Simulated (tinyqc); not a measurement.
From results to parameters: minimal-basis H2. Computed by the program tinyqc with PySCF.

Problem. For two electrons in the two orbitals of minimal-basis H2, the CIS energies are e2 - e1 - J12 + 2 K12 and e2 - e1 - J12, and E_corr = D - sqrt(D^2 + K12^2) with 2D the energy of the double excitation. Find J12, K12, D, the MP2 energy and the weight of the double excitation.

orbital gap e2 - e1 = 0.30838370 hartree
CIS singlet and triplet energies (hartree): 0.350621  -0.195355
FCI correlation energy = -0.20516316 hartree

Solution. Half the singlet-triplet splitting is K12, the gap less the triplet energy is J12, D = (E_corr^2 - K12^2)/(2 E_corr), MP2 is -K12^2/(2 gap), and the weight is c^2/(1 + c^2) with c = E_corr/K12.

J12, K12, D (hartree): 0.5037  0.2730  0.0790
MP2 correlation energy = -0.120827 hartree
weight of the double excitation = 0.361
